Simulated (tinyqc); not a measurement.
# From least active share back to hydrogen pressure p

Model: hydrogen passivation of interface dangling bonds: competing passivation and dissociation with distributed barriers. Computed by tinyqc, a small Python program. Command: `OMP_NUM_THREADS=1 python tinyqc.py 3015305 3015306 out.jsonl passiv inv`. One thread of a shared host (Intel(R) Xeon(R) Processor @ 2.30GHz), about 0.05 s of CPU time with the checks.

P_b + H2 gives P_bH + H at the rate k_f [H2]; P_bH gives P_b + H at the rate k_d. All defects start unpassivated. E_f and E_d are Gaussian and independent.

Inputs (values chosen for the exercise, close to those used for P_b centres at the silicon-oxide interface):

| quantity | value | unit |
|---|---|---|
| passivation prefactor k_f0 | 9.5e-08 | cm^3/s |
| mean passivation barrier E_f | 1.56 | eV |
| spread sigma_f | 0.035 | eV |
| dissociation prefactor k_d0 | 2.6e+12 | 1/s |
| mean dissociation barrier E_d | 2.59 | eV |
| spread sigma_d | 0.052 | eV |
| H2 in the oxide per atm, solubility factor | 9.2e+17 | 1/(cm^3 atm) |
| anneal time t | 4000 | s |

Constants: k_B = 8.617333262e-05 eV/K.

Method:
- [H2] = solubility factor x p; a = k_f0 [H2] exp(-E_f/(k_B T)), d = k_d0 exp(-E_d/(k_B T)). For one pair of barriers the active share is y = [d + a exp(-(a + d) t)]/(a + d).
- Temperatures in kelvin are T(C) + 273.15.
- Average y over both Gaussians with 40 x 40 Gauss-Hermite points.
- Minimise the averaged y over T between 150 and 900 C: find where ln y is equal at T - 0.05 and T + 0.05 C; T is rounded to 0.1 C.

Question. A run gave the result below. Find the hydrogen pressure p, known to lie between 0.075 and 0.12 atm.

least active share = 1.21388e-05

Answer.

Each step takes the trial c = (a f_b - b f_a)/(f_b - f_a), f being the result less the target and a, b, c the logarithms of the listed values; c replaces end b, the old b replaces a if the sign of f changed, and otherwise f_a is halved.

Scan of the range:

| hydrogen pressure p (atm) | least active share |
|---|---|
| 0.0750 | 1.54372e-05 |
| 0.0811 | 1.37939e-05 |
| 0.0877 | 1.23246e-05 |
| 0.0949 | 1.10010e-05 |
| 0.1030 | 9.77701e-06 |
| 0.1110 | 8.77841e-06 |
| 0.1200 | 7.84587e-06 |

False position (Illinois rule, in the logarithm of the input) inside the bracket:

| step | end a | end b | trial | least active share |
|---|---|---|---|---|
| 1 | 0.0877000 | 0.0949000 | 0.0886766 | 1.21296e-05 |
| 2 | 0.0877000 | 0.0886766 | 0.0885883 | 1.21470e-05 |
| 3 | 0.0886766 | 0.0885883 | 0.0886300 | 1.21388e-05 |
| 4 | 0.0885883 | 0.0886300 | 0.0886300 | 1.21388e-05 |

Least active share falls at every point of a 13-point scan of the range (every second point is shown), so one value fits; it is bracketed by 0.0877 and 0.0949. Answer: hydrogen pressure p = 0.08863 atm.

Caution: a least active share below 1e-3 is a property of the model; measured passivation levels off well above it. Caution: atomic hydrogen, which both passivates and depassivates, and further passivation during cooling are left out.
